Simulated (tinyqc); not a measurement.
A periodic Ge profile (wiggle well): inter-valley coupling by envelope functions against a chain of atomic planes.

Chain: E(phi) = e0 + 2 v cos(phi) + 2 u cos(2 phi), cos(phi0) = -v/(4u), e0 = 2u + v^2/(4u); plane j = 0, 1, ... has the potential V_j = dE x_j + F (j - 30) a/4 (1 MV/m = 1e-4 V/angstrom). There are 30 barrier planes a side; with y = j - 29.5, x_j = xb (f(y) + f(Nw - y)), f(y) = 1/(1 + exp(y/L)), plus any Ge added in the well. The valley splitting is the spacing of the two lowest levels. Envelope theory: F_j solves a one-valley chain with hopping -b and diagonal 2b + V_j, b = 4u sin^2(phi0), sum F_j^2 = 1; the valleys couple by Dv = sum_j F_j^2 V_j exp(-2 i phi0 j) and split by 2|Dv|.

Inputs chosen for the exercise (near those of the Delta valleys of silicon in a SiGe well; not measured data): a = 5.431 angstrom (lattice constant; planes lie a/4 apart); u = 0.61 eV (second-neighbour hopping); v = 0.529 eV (nearest hopping); Nw = 56 (planes in the well); L = 0.75 planes (interface width); xb = 0.34 (Ge fraction of the barriers); dE = 0.52 eV (offset per unit Ge fraction); F = 8 MV/m (field); xw = 0.006 (mean Ge fraction of the wiggle).

periods (planes): pi/phi0 1.75573, pi/(pi - phi0) 2.32322

Added fraction xw (1 - cos(2 pi (j - 30)/p)) on the well planes; p = f times the resonant period pi/(pi - phi0). At resonance the estimate is dE xw.

Against period:

| f | p (planes) | mean of the doublet (meV) | splitting, chain (micro-eV) | envelope |
|---|---|---|---|---|
| 0.90 | 2.0909 | 31.57 | 243 | 256 |
| 0.95 | 2.2071 | 31.54 | 1434 | 1466 |
| 0.98 | 2.2768 | 31.57 | 2712 | 2725 |
| 0.99 | 2.3000 | 31.58 | 2971 | 2971 |
| 1.00 | 2.3232 | 31.58 | 3069 | 3053 |
| 1.01 | 2.3465 | 31.58 | 2995 | 2969 |
| 1.02 | 2.3697 | 31.57 | 2774 | 2740 |
| 1.05 | 2.4394 | 31.54 | 1691 | 1647 |
| 1.10 | 2.5555 | 31.56 | 462 | 436 |
| 1.50 | 3.4848 | 31.58 | 25 | 24 |
| 3.00 | 6.9697 | 31.59 | 18 | 18 |

The splitting peaks at f = 1 with 3.07 meV, against the estimate dE xw = 3.12 meV, and is 0.88 and 0.90 of the value at f = 1 two per cent off to either side: the width of the resonance is set by the number of periods under the envelope. At f = 3 it is 18 micro-eV. The chain has one orbital a plane and knows only this resonance; longer periods that work through other bands are outside it.

(tinyqc, `OMP_NUM_THREADS=1 python tinyqc.py 1452610 1452611 out.jsonl`, Intel(R) Xeon(R) Processor @ 2.30GHz, 1 thread, shared host, about 0.1 s.)
